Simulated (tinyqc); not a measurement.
A log to judge: Stoner model of a band magnet at zero temperature. Computed by tinyqc. Command: `OMP_NUM_THREADS=1 python tinyqc.py 3002101 3002102 out.jsonl stoner walk`. One thread of a shared host (Intel(R) Xeon(R) Processor @ 2.30GHz), about 0.03 s of CPU time with the checks.

Five orbitals per spin share one band; u = (E - E_bottom)/W runs from 0 to 1, and the states per spin, atom and energy are g = 5 d(u)/W with d = 1 - c cos(4 pi u). N(u) is the integral of d from 0. The moment m = n_up - n_down (electrons per atom) moves the fillings to n +/- m/10; the energy is E(m) = E_band(m) - I m^2/4.

Inputs (values chosen for the exercise, for a model d band): band width W = 6.4 eV; filling n per spin orbital = 0.36; Stoner parameter I = 1.06 eV; depth c of the valley = 0.38; start moment m0 = 0.19 mu_B; largest number of steps = 600.

Density of states: two peaks.

Method. Split the bands by Delta = I m, find the common Fermi level that keeps 10 n electrons, and read m(out) = 5 [N(u + Delta/(2W)) - N(u - Delta/(2W))], N clipped to 0 and 1. Start from m0 (at most 0.9 m_max, m_max = 10 min(n, 1 - n)); stop when m changes by less than 1e-8; moments under 1e-5 count as 0.

Iteration:
```
step  m in (mu_B)   Delta (eV)  m out (mu_B)
1     1.90000e-01  2.01400e-01   1.86503e-01
2     1.86503e-01  1.97694e-01   1.83088e-01
3     1.83088e-01  1.94073e-01   1.79751e-01
4     1.79751e-01  1.90536e-01   1.76490e-01
5     1.76490e-01  1.87080e-01   1.73302e-01
...           ...          ...           ...
596   1.26383e-05  1.33966e-05   1.24372e-05
597   1.24372e-05  1.31834e-05   1.22393e-05
598   1.22393e-05  1.29736e-05   1.20445e-05
599   1.20445e-05  1.27672e-05   1.18529e-05
600   1.18529e-05  1.25641e-05   1.16643e-05
```

Can the last value be used, and what does the course show?

No. Not converged within the cap: the last change is 1.9e-7 and shrinks or grows by 0.984 a step, the slope of the map. Reruns still fail with largest number of steps = 40.
